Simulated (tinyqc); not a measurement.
Potential-pH (Pourbaix) lines of a metal, its cation, its oxide and an oxyanion, with a complexing ligand: one step, computed by the program tinyqc.

Potentials are against the standard hydrogen electrode; solids and water have unit activity; dG_f of M, H+ and the electron is zero; F = e N_A and s = R T ln(10)/F. The cation carries z = 2.

Question. Vertical lines. M2+ + 2e = M; MO + 2H+ + 2e = M + H2O; MO2(2-) + 4H+ + 2e = M + 2H2O. For each, E0 = -dG/(z F), and E = E0 + (s/z) log10 a - (s n_H/z) pH, with no activity term for the oxide. Two oxidised species coexist where their lines against the metal cross: pH1 (cation/oxide) = [E0(oxide) - E0(cation)]/s - (log10 a)/z; pH2 (oxide/oxyanion) = {[E0(oxyanion) - E0(oxide)]/s + (log10 a)/z}/(4/z - 1).

Inputs (values chosen for the exercise, for a model metal): temperature T = 298.15 K; log10 of the dissolved activity a = -4.

Species: M, M2+, MO, MO2(2-).

E0 (V): cation -0.7389724, oxide -0.5299251, oxyanion 0.3923394

s = 0.05915935 V

Give: pH1; pH2; width of the oxide field, pH2 - pH1.

Answer.

pH1 = 5.534

pH2 = 13.59

width of the oxide field, pH2 - pH1 = 8.056

The oxide is stable from pH 5.53 to 13.59; each decade less of dissolved metal narrows this field by 1.00 pH units.
